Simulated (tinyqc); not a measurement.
Double-gate transistor below threshold, two-dimensional Poisson equation on a small mesh: one step of the calculation.

Half of a symmetric double-gate structure: row 0 is the mid-plane of the body, where the normal field vanishes. Mobile charge is neglected (subthreshold), the body is fully depleted, and potentials are counted from the intrinsic level; rows run upward to the gate, columns from source to drain.

Problem. Over-relaxation sweep (omega = 2.05). Free nodes: rows 0..4, columns 1..6, taken row by row from row 0, left to right. t = (up psi(above) + dn psi(below) + lat [psi(left) + psi(right)] + s)/(up + dn + 2 lat), with the newest neighbours; psi(new) = psi + 2.05 (t - psi).

psi after iteration 1 (V):
```
,j=0,j=1,j=2,j=3,j=4,j=5,j=6,j=7
row 0,0.5200000,0.0510181,-0.0252066,-0.0375956,-0.0396092,-0.0399365,0.1648009,1.2200000
row 1,0.5200000,0.1295182,0.0003110,-0.0313745,-0.0382610,-0.0396626,0.3414797,1.2200000
row 2,0.5200000,0.1972220,0.0333231,-0.0206434,-0.0353541,-0.0389539,0.4939746,1.2200000
row 3,0.5200000,0.1629063,0.0247807,-0.0221220,-0.0355477,-0.0389679,0.4167663,1.2200000
row 4,0.2400000,0.1684990,0.0273698,-0.0213412,-0.0353406,-0.0389177,0.4293614,0.5900000
row 5,-0.0400000,-0.0400000,-0.0400000,-0.0400000,-0.0400000,-0.0400000,-0.0400000,-0.0400000
```

```
row,up,dn,lat,s (V)
0,27.182143,0,2.5612403,0
1,27.182143,27.182143,5.1224806,0
2,27.182143,27.182143,5.1224806,0
3,47.914286,27.182143,2.7199612,0
4,47.914286,47.914286,0.31744186,0
```

Wanted: psi after iteration 2.

Solution.

psi after iteration 2 (V):
```
,j=0,j=1,j=2,j=3,j=4,j=5,j=6,j=7
row 0,0.520,0.250,0.062,-0.011,-0.033,-0.005,0.613,1.220
row 1,0.520,0.335,0.131,0.021,-0.022,0.056,0.804,1.220
row 2,0.520,0.312,0.147,0.038,-0.012,0.134,0.754,1.220
row 3,0.520,0.288,0.127,0.030,-0.015,0.114,0.700,1.220
row 4,0.240,0.077,0.060,0.013,-0.019,0.119,0.226,0.590
row 5,-0.040,-0.040,-0.040,-0.040,-0.040,-0.040,-0.040,-0.040
```

tinyqc, about 0.1 s, one thread, Intel Xeon 2.30GHz (shared host): `OMP_NUM_THREADS=1 python tinyqc.py 2480058 2480059 out.jsonl`
